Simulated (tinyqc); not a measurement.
Comparisons within one model: complex band structure along [001] in sp3s* tight binding. A value that a table varies takes the place of the one given here.

For k = (0, 0, kz) the phase sums are g0 = cos(phi) and g3 = i sin(phi), phi = kz a/4, and the s, pz, s* orbitals of anion (a) and cation (c) decouple from px, py. With z = exp(i phi), H(z) = H0 + z T + T^T/z for any complex z. H0 is diagonal (Esa, Epa, Exa, Esc, Epc, Exc). The anion-cation block is B(z) = z U + W/z and the cation-anion block z W^T + U^T/z, where U has Vss/2 (s,s), Vsapc/2 (s,z), -Vscpa/2 (z,s), Vxx/2 (z,z), Vxapc/2 (s*,z), -Vpaxc/2 (z,s*), and W has the same values with the s-z and s*-z signs reversed. |z| = 1 is a band state, |z| < 1 decays along [001] as exp(-kappa d) over a distance d, kappa = -(4/a) ln|z|. No spin-orbit coupling.

Parameters, chosen for this exercise (near a published set for Ge, fitted to gaps, whose masses and valley positions are rough (light masses up to twice too heavy); shifted at random, so the results belong to these values and not to a real crystal): p = (-5.893, 1.611, -5.893, 1.611, 6.352, 6.352, -6.807, 1.613, 4.911, 5.471, 5.471, 5.184, 5.184) eV (order Esa, Epa, Esc, Epc, Exa, Exc, Vss, Vxx, Vxy, Vsapc, Vscpa, Vxapc, Vpaxc); a = 5.652 angstrom (lattice constant); Eg = 0.775 eV (top of the energy range, the indirect gap); dE = 0.3 eV (E - Ev).

## Two branches across an indirect gap

Ev = -0.00200 eV

The smallest kappa with Re kz = 0 and the smallest with Re kz > 0, at energies E from Ev; a dash: no such root.

Decay constants:

| E/Eg | E (eV) | kappa at Gamma (1/angstrom) | kappa off Gamma (1/angstrom) | its Re kz (2 pi/a) |
|---|---|---|---|---|
| 0.05 | 0.0387 | 0.0228 | 0.4087 | 0.783 |
| 0.20 | 0.1550 | 0.0429 | 0.3791 | 0.786 |
| 0.35 | 0.2712 | 0.0528 | 0.3460 | 0.790 |
| 0.50 | 0.3875 | 0.0578 | 0.3084 | 0.793 |
| 0.65 | 0.5038 | 0.0589 | 0.2641 | 0.797 |
| 0.80 | 0.6200 | 0.0562 | 0.2088 | 0.801 |
| 0.90 | 0.6975 | 0.0517 | 0.1603 | 0.804 |
| 0.97 | 0.7518 | 0.0469 | 0.1137 | 0.806 |

How do the results move?

The branch at Gamma decays more slowly on all rows listed; the other takes over only closer to its band edge, where its kappa goes to zero. The two differ in Re kz, so passing from one to the other needs kz from an abrupt interface, a steep field, a phonon or a defect. Valleys off the [001] axis, such as L, are not seen on these branches.

## Energy and lattice constant

The slowest root of the s-pz block and the heavy-hole branch, sinh^2(kappa a/4) = ((E - Epa)(E - Epc) - Vxx^2)/(Vxx^2 - Vxy^2), at E = Ev + dE with Ev the lower root of [[Epa, Vxx], [Vxx, Epc]]; the couplings are kept when a changes. Each row changes one parameter from the base and keeps the others.

Results:

| case | slowest kappa (1/angstrom) | heavy-hole kappa (1/angstrom) |
|---|---|---|
| base | 0.0544 | 0.1420 |
| dE = 0.33 eV | 0.0558 | 0.1481 |
| a = 5.822 angstrom | 0.0528 | 0.1378 |

What does this show?

The largest shifts from the base row, up to three for each result and ties (the steps differ in size, so this ranks the rows, not the parameters). slowest kappa (1/angstrom): a -0.0016, dE +0.0014. heavy-hole kappa (1/angstrom): dE +0.0061, a -0.0041. With the couplings fixed, kappa a stays, so kappa scales as 1/a.

Run: tinyqc, `OMP_NUM_THREADS=1 python tinyqc.py 1451477 1451478 out.jsonl`; Intel(R) Xeon(R) Processor @ 2.30GHz, one thread, shared host; about 0.01 s of CPU time with all checks.
